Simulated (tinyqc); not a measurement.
How many bands a k.p model needs: band 5 from Gamma to X: k.p theory built from an empirical-pseudopotential calculation at Gamma.

Empirical pseudopotential on the fcc lattice, atoms at +/- tau, tau = a (1,1,1)/8, no spin-orbit coupling. H(G,G') = c (2 pi/a)^2 |k + G|^2 delta + VS(q) cos(q.tau) + i VA(q) sin(q.tau), q = G - G', c = hbar^2/2m0; k and G in units of 2 pi/a; VS at |q|^2 = 3, 8, 11 and VA at 3, 4, 11, in rydberg, zero elsewhere. The basis is fixed: all 113 G with |G|^2 up to Gcut. Energies are counted from the fourth level at Gamma.

k.p in the lowest n states at Gamma: H_nm = (E_n + c k^2) delta + 2 c k.<n|G|m>, k in 1/angstrom; with all states of the basis it is exact.

Constants: hbar^2/2m0 = 3.80998211 eV angstrom^2; Ry = 13.60569312 eV.

Inputs chosen for the exercise (near those of ZnSe; the results hold for these values, not for the real material):

| symbol | value | unit | meaning |
|---|---|---|---|
| a | 5.645 | angstrom | lattice constant |
| VS | (-0.226, 0.03, 0.059) | Ry | symmetric form factors |
| VA | (0.179, 0.121, 0.031) | Ry | antisymmetric form factors |
| Gcut | 20 | (2 pi/a)^2 | largest \|G\|^2 of the fixed basis |

Band 5 (counted from below) at k = f (1, 0, 0) 2 pi/a; n ends on whole multiplets.

Energies (eV):

| f | n = 8 | n = 15 | n = 27 | n = 113 (exact) |
|---|---|---|---|---|
| 0.000 | 3.046 | 3.046 | 3.046 | 3.046 |
| 0.125 | 3.434 | 3.420 | 3.416 | 3.416 |
| 0.250 | 4.393 | 4.243 | 4.230 | 4.229 |
| 0.375 | 5.683 | 5.041 | 5.020 | 5.015 |
| 0.500 | 7.190 | 5.217 | 5.185 | 5.169 |
| 0.625 | 8.737 | 4.924 | 4.863 | 4.833 |
| 0.750 | 9.833 | 4.601 | 4.494 | 4.451 |
| 0.875 | 10.848 | 4.405 | 4.231 | 4.176 |
| 1.000 | 11.981 | 4.408 | 4.141 | 4.078 |

What does the comparison show?

With n = 8 the band stays within 0.05 eV of the exact one up to f = 0.125 (error at X: +7.902 eV). With n = 15 the band stays within 0.05 eV of the exact one up to f = 0.500 (error at X: +0.330 eV). With n = 27 the band stays within 0.05 eV of the exact one up to f = 0.750 (error at X: +0.063 eV). A smaller basis can only raise a level. The exact band has its minimum on these points at f = 0.000; n = 8 puts it at f = 0.000.

(tinyqc, `OMP_NUM_THREADS=1 python tinyqc.py 1051169 1051170 out.jsonl`, Intel(R) Xeon(R) Processor @ 2.30GHz, 1 thread, shared host, about 0.6 s.)
